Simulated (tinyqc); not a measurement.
Which lattice a d-band metal prefers: Slater-Koster d bands of a bcc metal.

Slater-Koster d bands. For a bond with direction cosines (l, m, n) the 5 x 5 block is dds Ps + ddp Pp + ddd (1 - Ps - Pp), the projectors on sigma, pi and delta states about the bond; for instance <xy|xy> = 3 l^2 m^2 dds + (l^2 + m^2 - 4 l^2 m^2) ddp + (n^2 + l^2 m^2) ddd, <xy|yz> = 3 l m^2 n dds + l n (1 - 4 m^2) ddp + l n (m^2 - 1) ddd and <3z2-r2|3z2-r2> = (n^2 - (l^2 + m^2)/2)^2 dds + 3 n^2 (l^2 + m^2) ddp + (3/4)(l^2 + m^2)^2 ddd. H(k) sums the blocks times cos(k.R) over the neighbours; the d level is the zero of energy; k in 2 pi/a.

Mesh: k = f1 b1 + f2 b2 + f3 b3 with fractions (j + 1/2)/N, j = 0 to N - 1, and b = (-1,1,1), (1,-1,1), (1,1,-1) for fcc, (0,1,1), (1,0,1), (1,1,0) for bcc, unit vectors for simple cubic. The lowest Nd/10 of all levels are filled with two electrons each; the bond energy is their sum per atom.

Parameters, chosen for this exercise (of the size met in Ta; shifted at random, so the results belong to these values and not to a real crystal): dds = -1.34 eV (dd sigma); ddp = 0.831 eV (dd pi); ddd = -0.201 eV (dd delta); f2 = 0.49 (factor on all three integrals for second neighbours); N = 10 (mesh).

fcc has twelve neighbours, bcc eight and six (the six times f2), simple cubic six. The integrals of bcc and sc are scaled so that all three have the second moment of fcc, which stands for equal repulsion (structural energy difference theorem). s and p electrons are left out.

Bond energy per atom:
```
Nd  fcc (eV)  bcc - fcc (meV)  sc - fcc (meV)
1     -4.621              281             -82
3    -10.467             -128             463
4    -11.928             -535             755
5    -12.235              -92             721
6    -11.443              436             269
7     -9.683              548            -321
8     -7.195              268            -732
9     -3.909             -163            -794
```

Give the missing row, Nd = 2.

Computed row:
```
Nd  fcc (eV)  bcc - fcc (meV)  sc - fcc (meV)
2     -7.976              206              49
```

scale factors: bcc 1.1274, sc 1.4142

mu3/mu2^1.5: fcc -0.210, bcc -0.203, sc 0.000

mu4/mu2^2: fcc 1.820, bcc 1.686, sc 2.250

largest change of a difference when N is raised to 14 = 22 meV

fcc is lowest for Nd = 2 and 6. bcc is lowest for Nd = 3, 4 and 5. sc is lowest for Nd = 1, 7, 8 and 9. bcc gains most on fcc at Nd = 4 (-535 meV). A small fourth moment marks a two-peaked band, which tends to favour fillings near one half; bcc has -7 % against fcc, and at Nd = 5 it lies -92 meV from fcc (differences of a few tens of meV are within the error of the mesh; hcp is left out, and this d-only model can miss the lattice of the real metal). The third moments, from three-membered rings, skew the bands. That simple cubic wins anywhere comes from keeping d bands and equal second moments alone; no transition metal takes it. Differences below about 22 meV are within the error of this mesh, and the s and p electrons left out weigh most where the d band is nearly empty or full.

Run: tinyqc, `OMP_NUM_THREADS=1 python tinyqc.py 1482491 1482492 out.jsonl`; Intel(R) Xeon(R) Processor @ 2.30GHz, one thread, shared host; about 0.06 s of CPU time with all checks.
